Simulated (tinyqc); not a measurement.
Worked calculation: Pariser-Parr-Pople SCF with singles CI, for the molecule c1ccc2ccccc2c1 (SMILES; centres numbered as the heavy atoms are written). Computed by tinyqc, a small Python program that keeps every step. Settings: charge = 0, gamma = MN, start = huckel, damping = 0.5, iteration cap = 71, excitations kept = 9. Command: `OMP_NUM_THREADS=1 python tinyqc.py 25271 25272 out.jsonl` (the two numbers bound the seeds that draw the settings). One thread of a shared host (Intel(R) Xeon(R) Processor @ 2.60GHz), about 0.02 s of CPU time with the checks. Later iterations appear only in the table of the cycle.

## PPP integrals

Centres (angstrom, eV; a flat drawing with bonds scaled to 1.40 angstrom):

| centre | x | y | core charge z | W | gamma_rr |
|---|---|---|---|---|---|
| 1C | 2.425000 | -0.700000 | 1 | 11.160000 | 11.130000 |
| 2C | 2.425000 | 0.700000 | 1 | 11.160000 | 11.130000 |
| 3C | 1.212000 | 1.400000 | 1 | 11.160000 | 11.130000 |
| 4C | 0.000000 | 0.700000 | 1 | 11.160000 | 11.130000 |
| 5C | -1.212000 | 1.400000 | 1 | 11.160000 | 11.130000 |
| 6C | -2.425000 | 0.700000 | 1 | 11.160000 | 11.130000 |
| 7C | -2.425000 | -0.700000 | 1 | 11.160000 | 11.130000 |
| 8C | -1.212000 | -1.400000 | 1 | 11.160000 | 11.130000 |
| 9C | 0.000000 | -0.700000 | 1 | 11.160000 | 11.130000 |
| 10C | 1.212000 | -1.400000 | 1 | 11.160000 | 11.130000 |

Resonance integrals (eV):

| i | j | beta |
|---|---|---|
| 1 | 2 | -2.500000 |
| 2 | 3 | -2.500000 |
| 3 | 4 | -2.500000 |
| 4 | 5 | -2.500000 |
| 5 | 6 | -2.500000 |
| 6 | 7 | -2.500000 |
| 7 | 8 | -2.500000 |
| 8 | 9 | -2.500000 |
| 9 | 10 | -2.500000 |
| 10 | 1 | -2.500000 |
| 9 | 4 | -2.500000 |

Mataga-Nishimoto: gamma = 14.399645/(R + a), a = 2 x 14.399645/(gamma_rr + gamma_ss); H_rr = -W_r - sum_(s != r) z_s gamma_rs; H_rs = beta for bonds.

repulsion gamma_rs (eV), lower triangle:
```
            1C         2C         3C         4C         5C         6C         7C         8C
1C   11.130000
2C    5.345539  11.130000
3C    3.871994   5.344569  11.130000
4C    3.517359   3.872154   5.346287  11.130000
5C    2.621214   2.881359   3.873196   5.346287  11.130000
6C    2.270597   2.343780   2.881359   3.872154   5.344569  11.130000
7C    2.343780   2.270597   2.621214   3.517359   3.871994   5.345539  11.130000
8C    2.881359   2.621214   2.881514   3.872515   3.517455   3.871994   5.344569  11.130000
9C    3.872154   3.517359   3.872515   5.345539   3.872515   3.517359   3.872154   5.346287
10C   5.344569   3.871994   3.517455   3.872515   2.881514   2.621214   2.881359   3.873196

            9C        10C
9C   11.130000
10C   5.346287  11.130000
```

core matrix H (eV), lower triangle:
```
             1C          2C          3C          4C          5C          6C          7C          8C
1C   -43.228564
2C    -2.500000  -43.228564
3C     0.000000   -2.500000  -45.370102
4C     0.000000    0.000000   -2.500000  -49.722169
5C     0.000000    0.000000    0.000000   -2.500000  -45.370102
6C     0.000000    0.000000    0.000000    0.000000   -2.500000  -43.228564
7C     0.000000    0.000000    0.000000    0.000000    0.000000   -2.500000  -43.228564
8C     0.000000    0.000000    0.000000    0.000000    0.000000    0.000000   -2.500000  -45.370102
9C     0.000000    0.000000    0.000000   -2.500000    0.000000    0.000000    0.000000   -2.500000
10C   -2.500000    0.000000    0.000000    0.000000    0.000000    0.000000    0.000000    0.000000

             9C         10C
9C   -49.722169
10C   -2.500000  -45.370102
```

## Starting guess

pi electrons, sum of z_r less the charge = 10

Orbitals of the Hueckel matrix of the beta values.

P at the start, lower triangle:
```
            1C         2C         3C         4C         5C         6C         7C        8C
1C    1.000000
2C    0.603165   1.000000
3C    0.000000   0.724564   1.000000
4C   -0.240883   0.000000   0.554700   1.000000
5C    0.000000  -0.169863   0.000000   0.554700   1.000000
6C    0.155952   0.000000  -0.169863   0.000000   0.724564   1.000000
7C    0.000000   0.155952   0.000000  -0.240883   0.000000   0.603165   1.000000
8C   -0.169863   0.000000   0.084932   0.000000  -0.362282   0.000000   0.724564  1.000000
9C    0.000000  -0.240883   0.000000   0.518233   0.000000  -0.240883   0.000000  0.554700
10C   0.724564   0.000000  -0.362282   0.000000   0.084932   0.000000  -0.169863  0.000000

           9C       10C
9C   1.000000
10C  0.554700  1.000000
```

## Iteration 1: Fock matrix

F_rr = H_rr + P_rr gamma_rr / 2 + sum_(s != r) P_ss gamma_rs; F_rs = H_rs - P_rs gamma_rs / 2; E = tr P (H + F) / 2 + core repulsion sum_(r<s) z_r z_s gamma_rs.

F (eV), lower triangle:
```
            1C         2C         3C         4C         5C         6C         7C         8C
1C   -5.595000
2C   -4.112121  -5.595000
3C    0.000000  -4.436240  -5.595000
4C    0.423636   0.000000  -3.982793  -5.595000
5C    0.000000   0.244719   0.000000  -3.982793  -5.595000
6C   -0.177052   0.000000   0.244719   0.000000  -4.436240  -5.595000
7C    0.000000  -0.177052   0.000000   0.423636   0.000000  -4.112121  -5.595000
8C    0.244719   0.000000  -0.122366   0.000000   0.637155   0.000000  -4.436240  -5.595000
9C    0.000000   0.423636   0.000000  -3.885118   0.000000   0.423636   0.000000  -3.982793
10C  -4.436240   0.000000   0.637155   0.000000  -0.122366   0.000000   0.244719   0.000000

            9C        10C
9C   -5.595000
10C  -3.982793  -5.595000
```

pi energy = -130.659533 eV

## Iteration 1: orbitals and new P

Diagonalise F (the basis is taken as orthonormal) and form P = 2 sum c c over the lowest orbitals; 0.5 of the old P is kept.

orbital energies (eV): -14.361497  -12.419298  -11.420978  -10.313983  -9.243749  -1.946251  -0.876017  0.230978  1.229298  3.171497

P after iteration 1, lower triangle:
```
            1C         2C         3C         4C         5C         6C         7C        8C
1C    1.000000
2C    0.599140   1.000000
3C    0.000000   0.728986   1.000000
4C   -0.243553   0.000000   0.550700   1.000000
5C    0.000000  -0.165181   0.000000   0.550700   1.000000
6C    0.151405   0.000000  -0.165181   0.000000   0.728986   1.000000
7C    0.000000   0.151405   0.000000  -0.243553   0.000000   0.599140   1.000000
8C   -0.165181   0.000000   0.086515   0.000000  -0.361219   0.000000   0.728986  1.000000
9C    0.000000  -0.243553   0.000000   0.524159   0.000000  -0.243553   0.000000  0.550700
10C   0.728986   0.000000  -0.361219   0.000000   0.086515   0.000000  -0.165181  0.000000

           9C       10C
9C   1.000000
10C  0.550700  1.000000
```

## Iteration 2: Fock matrix

As before.

F (eV), lower triangle:
```
            1C         2C         3C         4C         5C         6C         7C         8C
1C   -5.595000
2C   -4.101362  -5.595000
3C    0.000000  -4.448057  -5.595000
4C    0.428331   0.000000  -3.972099  -5.595000
5C    0.000000   0.237973   0.000000  -3.972099  -5.595000
6C   -0.171890   0.000000   0.237973   0.000000  -4.448057  -5.595000
7C    0.000000  -0.171890   0.000000   0.428331   0.000000  -4.101362  -5.595000
8C    0.237973   0.000000  -0.124647   0.000000   0.635286   0.000000  -4.448057  -5.595000
9C    0.000000   0.428331   0.000000  -3.900956   0.000000   0.428331   0.000000  -3.972099
10C  -4.448057   0.000000   0.635286   0.000000  -0.124647   0.000000   0.237973   0.000000

            9C        10C
9C   -5.595000
10C  -3.972099  -5.595000
```

pi energy = -130.664349 eV

## Iteration 2: orbitals and new P

As before.

orbital energies (eV): -14.360833  -12.419665  -11.418008  -10.315744  -9.250126  -1.939874  -0.874256  0.228008  1.229665  3.170833

P after iteration 2, lower triangle:
```
            1C         2C         3C         4C         5C         6C         7C        8C
1C    1.000000
2C    0.596095   1.000000
3C    0.000000   0.732201   1.000000
4C   -0.245286   0.000000   0.547787   1.000000
5C    0.000000  -0.162032   0.000000   0.547787   1.000000
6C    0.148492   0.000000  -0.162032   0.000000   0.732201   1.000000
7C    0.000000   0.148492   0.000000  -0.245286   0.000000   0.596095   1.000000
8C   -0.162032   0.000000   0.087195   0.000000  -0.360407   0.000000   0.732201  1.000000
9C    0.000000  -0.245286   0.000000   0.528625   0.000000  -0.245286   0.000000  0.547787
10C   0.732201   0.000000  -0.360407   0.000000   0.087195   0.000000  -0.162032  0.000000

           9C       10C
9C   1.000000
10C  0.547787  1.000000
```

## Convergence

Stop when output and input P, before any damping, agree to 1e-7.

Course of the cycle:

| iteration | E (eV) | largest \|P(out) - P(in)\| |
|---|---|---|
| 1 | -130.65953334 | 1.19e-02 |
| 2 | -130.66434865 | 8.93e-03 |
| 3 | -130.66772800 | 6.69e-03 |
| 4 | -130.66991814 | 4.98e-03 |
| 5 | -130.67127419 | 3.70e-03 |
| 6 | -130.67208960 | 2.74e-03 |
| 7 | -130.67257017 | 2.02e-03 |
| 8 | -130.67284930 | 1.49e-03 |
| 9 | -130.67300966 | 1.10e-03 |
| 10 | -130.67310101 | 8.08e-04 |
| 11 | -130.67315269 | 5.94e-04 |
| ... | ... | ... |
| 30 | -130.67321845 | 1.68e-06 |
| 31 | -130.67321845 | 1.24e-06 |
| 32 | -130.67321845 | 9.08e-07 |
| 33 | -130.67321845 | 6.68e-07 |
| 34 | -130.67321845 | 4.91e-07 |
| 35 | -130.67321845 | 3.61e-07 |
| 36 | -130.67321845 | 2.65e-07 |
| 37 | -130.67321845 | 1.95e-07 |
| 38 | -130.67321845 | 1.44e-07 |
| 39 | -130.67321845 | 1.06e-07 |
| 40 | -130.67321845 | 7.76e-08 |

Converged in 40 iterations.

## Converged orbitals

Charges are z - P_rr.

orbital energies (eV): -14.359732  -12.420526  -11.409587  -10.318470  -9.267375  -1.922625  -0.871530  0.219587  1.230526  3.169732

coefficients:
```
          MO1        MO2        MO3        MO4        MO5        MO6        MO7        MO8
1C   0.239846   0.424833  -0.183670  -0.398421  -0.263660  -0.263660   0.398421  -0.183670
2C   0.239846   0.424833   0.183670  -0.398421   0.263660  -0.263660  -0.398421  -0.183670
3C   0.301731   0.263660   0.398690  -0.002155   0.424833   0.424833   0.002155   0.398690
4C   0.450405   0.000000   0.338560   0.427214   0.000000   0.000000   0.427214  -0.338560
5C   0.301731  -0.263660   0.398690  -0.002155  -0.424833  -0.424833   0.002155   0.398690
6C   0.239846  -0.424833   0.183670  -0.398421  -0.263660   0.263660  -0.398421  -0.183670
7C   0.239846  -0.424833  -0.183670  -0.398421   0.263660   0.263660   0.398421  -0.183670
8C   0.301731  -0.263660  -0.398690  -0.002155   0.424833  -0.424833  -0.002155   0.398690
9C   0.450405   0.000000  -0.338560   0.427214   0.000000   0.000000  -0.427214  -0.338560
10C  0.301731   0.263660  -0.398690  -0.002155  -0.424833   0.424833  -0.002155   0.398690

           MO9       MO10
1C    0.424833  -0.239846
2C   -0.424833   0.239846
3C    0.263660  -0.301731
4C    0.000000   0.450405
5C   -0.263660  -0.301731
6C    0.424833   0.239846
7C   -0.424833  -0.239846
8C    0.263660   0.301731
9C    0.000000  -0.450405
10C  -0.263660   0.301731
```

pi charges: 1C 0.000000, 2C 0.000000, 3C 0.000000, 4C 0.000000, 5C 0.000000, 6C 0.000000, 7C 0.000000, 8C 0.000000, 9C 0.000000, 10C 0.000000

## Singles CI, singlets

Over the 9 single excitations with the smallest orbital gaps: A = (e_a - e_i) delta + 2 (ia|jb) - (ij|ab), with (pq|rs) = sum c_mp c_mq gamma_mn c_nr c_ns. f = 2/3 w |mu|^2 in atomic units, mu = sqrt2 sum c_ia sum_m c_mi c_ma R_m.

singlet CI matrix (eV), lower triangle:
```
          5>6        4>6       5>7       4>7       5>8       3>6       2>6        5>9
5>6  4.791871
4>6  0.000000   5.229781
5>7  0.000000  -0.788394  5.229781
4>7  0.485381   0.000000  0.000000  6.626733
5>8  0.000000   0.000000  0.000000  0.000000  6.293283
3>6  0.000000   0.000000  0.000000  0.000000  0.206882  6.293283
2>6  0.000000   0.000000  0.000000  0.000000  0.000000  0.000000  7.473241
5>9  0.000000   0.000000  0.000000  0.000000  0.000000  0.000000  0.410540   7.473241
4>8  0.000000   0.000000  0.000000  0.000000  0.000000  0.000000  0.158252  -0.416291

          4>8
4>8  7.156119
```

singlet excitation energies (eV): 4.441387  4.671384  6.018175  6.086401  6.500164  6.687905  6.747221  7.474997  7.939698

oscillator strengths: 0.000000  0.317649  2.167739  0.000000  0.000000  0.000000  0.905876  0.000000  0.000000

## Singles CI, triplets

Over the 9 single excitations with the smallest orbital gaps: A = (e_a - e_i) delta - (ij|ab), with (pq|rs) = sum c_mp c_mq gamma_mn c_nr c_ns.

triplet CI matrix (eV), lower triangle:
```
          5>6       4>6       5>7       4>7        5>8       3>6        2>6       5>9
5>6  2.671039
4>6  0.000000  4.188336
5>7  0.000000  0.253051  4.188336
4>7  0.253051  0.000000  0.000000  4.510756
5>8  0.000000  0.000000  0.000000  0.000000   4.825705
3>6  0.000000  0.000000  0.000000  0.000000  -1.260695  4.825705
2>6  0.000000  0.000000  0.000000  0.000000   0.000000  0.000000   6.162993
5>9  0.000000  0.000000  0.000000  0.000000   0.000000  0.000000  -0.899707  6.162993
4>8  0.000000  0.000000  0.000000  0.000000   0.000000  0.000000   0.818247  0.243704

          4>8
4>8  6.121704
```

triplet excitation energies (eV): 2.636866  3.565010  3.935284  4.441387  4.544928  4.808534  6.086401  6.382701  7.256456
